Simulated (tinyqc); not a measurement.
Froehlich polaron in a polar crystal: one step, computed by the program tinyqc. Command: `OMP_NUM_THREADS=1 python tinyqc.py 3001270 3001271 out.jsonl frohlich walk`. One thread of a shared host (Intel(R) Xeon(R) Processor @ 2.30GHz), about 0.06 s of CPU time with the checks.

One electron in a parabolic band of mass m*, coupled to dispersionless LO phonons in the continuum model. Energies are in units of hbar omega unless marked, wave numbers in k_0 = sqrt(2 m* omega/hbar).

Problem. Coupling constant and length scale. 1/eps* = 1/eps_inf - 1/eps_s; k_0 = sqrt(2 m* omega/hbar) = sqrt(m* hbar omega / (hbar^2/(2 m_0))) with m* in m_0; alpha = (e^2/(4 pi eps_0)) k_0/(2 eps* hbar omega); polaron length 1/k_0.

Inputs (values chosen for the exercise, modelled on magnesium oxide): band mass m* = 0.411 m_0; LO phonon energy hbar omega = 84.7 meV; eps_inf = 2.92; static dielectric constant eps_s = 9.79.

Constants: hbar^2/(2 m_0) = 3.80998212 eV angstrom^2; e^2/(4 pi eps_0) = 14.39964548 eV angstrom.

Give: eps*; k_0; coupling constant alpha; polaron length 1/k_0.

Solution.

eps* = 4.161

k_0 = 0.09559 1/angstrom

coupling constant alpha = 1.953

polaron length 1/k_0 = 10.46 angstrom

Intermediate coupling.
